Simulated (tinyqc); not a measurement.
Resistance of a source-drain extension with a graded tip: one step of the calculation.

y runs along the channel, the gate covers y > 0. The doping is N0 for y < y0 and N0 10^(-(y - y0)/la) beyond, uniform over the depth xj. Sheet conductance s(y) = q mu(N) max(N - Nch, 0) xj + (for y > 0) ma Cox Vo, with mu(N) = u0 + (u1 - u0)/(1 + (N/Nr)^au) and Cox = eps0 eox/tox. Current is taken as one-dimensional; depletion of the tip, spreading and the contact are left out. The metallurgical junction lies at yj, where N = Nch.

Task. Resistance of the overlapped part. Midpoint rule on 8 equal steps from 0 to yj: R_ov = sum h/s(y), per width.

Values chosen for this exercise; mobility law close to that of electrons in silicon:
- eox = 22.3 (relative permittivity of the gate insulator (close to hafnium oxide))
- tox = 3.6 nm (insulator thickness)
- N0 = 1.9e20 cm^-3 (active doping of the extension far from the gate)
- la = 2.7 nm/decade (lateral abruptness)
- y0 = 0.6 nm (position under the gate where the fall begins (gate edge at 0))
- xj = 18 nm (depth of the extension)
- Nch = 5.8e17 cm^-3 (channel doping)
- Vo = 0.42 V (gate overdrive)
- ma = 85 cm^2/(V s) (mobility of the gate-induced layer)
- u1 = 1414 cm^2/(V s) (mobility at low doping)
- u0 = 68.5 cm^2/(V s) (mobility at high doping)
- Nr = 9.2e16 cm^-3 (reference doping)
- au = 0.711 (exponent)

Constants: q = 1.602176634e-19 C, eps0 = 8.8541878128e-14 F/cm where lengths are in cm. Results are converted to the units shown.

Find: y; N; doped conductance; sheet resistance; R_ov.

Result.

y, point 0 to 7 (nm): [0.46196, 1.3859, 2.3098, 3.2337, 4.1577, 5.0816, 6.0055, 6.9294]
N, point 0 to 7 (cm^-3): [1.9000e20, 9.7204e19, 4.4207e19, 2.0105e19, 9.1433e18, 4.1583e18, 1.8911e18, 8.6005e17]
doped conductance, point 0 to 7 (uS): [4063.7, 2172.4, 1069.1, 546.67, 290.85, 157.34, 79.006, 23.951]
sheet resistance, point 0 to 7 (ohm/square): [234.77, 422.27, 790.55, 1346.8, 2054.9, 2831.7, 3638.9, 4550.5]
R_ov = 14.663 ohm um

tinyqc, about 0.03 s, one thread, Intel Xeon 2.30GHz (shared host): `OMP_NUM_THREADS=1 python tinyqc.py 2282147 2282148 out.jsonl`
